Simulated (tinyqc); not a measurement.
# A chain with uneven site energies and dephasing by Buettiker voltage probes: several studies

Sites 1 to 3 form a chain with hopping -t. Lead L joins site 1 and lead R site 3, both semi-infinite chains with hopping -t and site energy 0. Every site carries a probe with self-energy -i Gamma_p/2 that draws no net current. Linear response at zero temperature: mu_L = 1, mu_R = 0 in units of the bias.

Parameters, values chosen for the exercise:
```
symbol                 value  unit                      meaning
t                        1.6    eV  hopping (matrix element -t)
U       [-1.54, -1.3, -1.42]    eV         site energies 1 to N
E                       0.11    eV                 Fermi energy
gp                      0.56    eV     probe broadening Gamma_p
```

Constants: q = 1.602176634e-19 C, h = 6.62607015e-34 J s. Results are converted to the units shown.

Each table varies one quantity; the others keep the values above.

## Coherent and dephased transmission against energy

Sigma = t^2 g(E), g(x) = (x - i sqrt(4 t^2 - x^2))/(2 t^2) for |x| < 2 t and (x - sign(x) sqrt(x^2 - 4 t^2))/(2 t^2) otherwise; Gamma = -2 Im Sigma; G = (E - H - Sigma_L - Sigma_R + i Gamma_p/2)^(-1). With Gamma the broadening by one lead, T_RL = Gamma^2 |G_(3,1)|^2, T_pL = Gamma Gamma_p |G_(p,1)|^2, T_pR = Gamma Gamma_p |G_(p,3)|^2, T_pq = Gamma_p^2 |G_(p,q)|^2 for p != q. No current into probe p: W mu = T_pL with W_pp = T_pL + T_pR + sum_q T_pq and W_pq = -T_pq. Then T_eff = T_RL + sum_p T_pR mu_p, and the resistance is (h/2q^2)/T_eff. Without probes means Gamma_p = 0.

Coherent and dephased transmission against energy:

| E (eV) | T without probes | T_eff |
|---|---|---|
| -2.88 | 0.93007 | 0.65562 |
| -2.4 | 0.79501 | 0.63962 |
| -1.92 | 0.74395 | 0.63124 |
| -1.44 | 0.74700 | 0.64483 |
| -0.96 | 0.79325 | 0.67658 |
| -0.48 | 0.87631 | 0.71851 |
| 0 | 0.97048 | 0.74694 |
| 0.48 | 0.98591 | 0.71342 |
| 0.96 | 0.79851 | 0.58634 |
| 1.44 | 0.48119 | 0.40757 |
| 1.92 | 0.23116 | 0.24622 |
| 2.4 | 0.092317 | 0.13067 |
| 2.88 | 0.024125 | 0.053942 |

Without probes T lies between 0.0241 and 0.986 in these rows, with them between 0.0539 and 0.747. The probes lower it in 10 rows and raise it in 3; the largest relative gain is at E = 2.88 eV, where the coherent value is 0.0241.

## Effect of the dephasing strength

Same model as above.

Effect of the dephasing strength:

| gp (eV) | T_RL | through probes | T_eff | resistance (kohm) |
|---|---|---|---|---|
| 0.015 | 0.96920 | 0.0084701 | 0.97767 | 13.201 |
| 0.035 | 0.94724 | 0.019522 | 0.96677 | 13.350 |
| 0.084 | 0.89564 | 0.045438 | 0.94108 | 13.715 |
| 0.2 | 0.78504 | 0.10034 | 0.88538 | 14.577 |
| 0.47 | 0.58093 | 0.19650 | 0.77743 | 16.601 |
| 1.1 | 0.29889 | 0.30163 | 0.60052 | 21.492 |
| 2.7 | 0.069725 | 0.29754 | 0.36726 | 35.142 |
| 6.3 | 0.0059268 | 0.16928 | 0.17520 | 73.666 |

Without probes the transmission is 0.986. T_eff falls from 0.978 to 0.175; the direct part falls from 0.969 to 0.00593 and the part through probes goes from 0.00847 through a maximum of 0.302 (at gp = 1.1 eV among the rows listed) to 0.169. At this energy dephasing lowers T_eff from the start: the probes give back less than the direct part loses.

## Resistance against length

With Gamma the broadening by one lead, T_RL = Gamma^2 |G_(last,1)|^2, T_pL = Gamma Gamma_p |G_(p,1)|^2, T_pR = Gamma Gamma_p |G_(p,last)|^2, T_pq = Gamma_p^2 |G_(p,q)|^2 for p != q. The list U is repeated k times, each site with its probe.

Resistance against length:

| k | sites | T without probes | T_eff | resistance (kohm) |
|---|---|---|---|---|
| 1 | 3 | 0.9860 | 0.7467 | 17.28 |
| 2 | 6 | 0.9463 | 0.5905 | 21.86 |
| 3 | 9 | 0.8869 | 0.4870 | 26.50 |
| 4 | 12 | 0.8153 | 0.4147 | 31.12 |
| 6 | 18 | 0.6628 | 0.3212 | 40.18 |
| 8 | 24 | 0.5257 | 0.2633 | 49.01 |
| 12 | 36 | 0.3317 | 0.1944 | 66.39 |
| 16 | 48 | 0.2200 | 0.1542 | 83.69 |

Read the table: what changes, and by how much?

The resistance rises from 17.3 to 83.7 kohm, by 1.45 kohm a site between k = 8 and 12 and 1.44 between 12 and 16: Ohm's law, R = R0 + rho N with the extrapolated intercept R0 = 14.5 kohm (h/2q^2 = 12.91 kohm) and a back-scattering length (h/2q^2)/rho of 8.95 sites.

Numbers from tinyqc (`OMP_NUM_THREADS=1 python tinyqc.py 2700125 2700126 out.jsonl`; about 0.01 s on one thread of a shared Intel Xeon 2.30GHz).
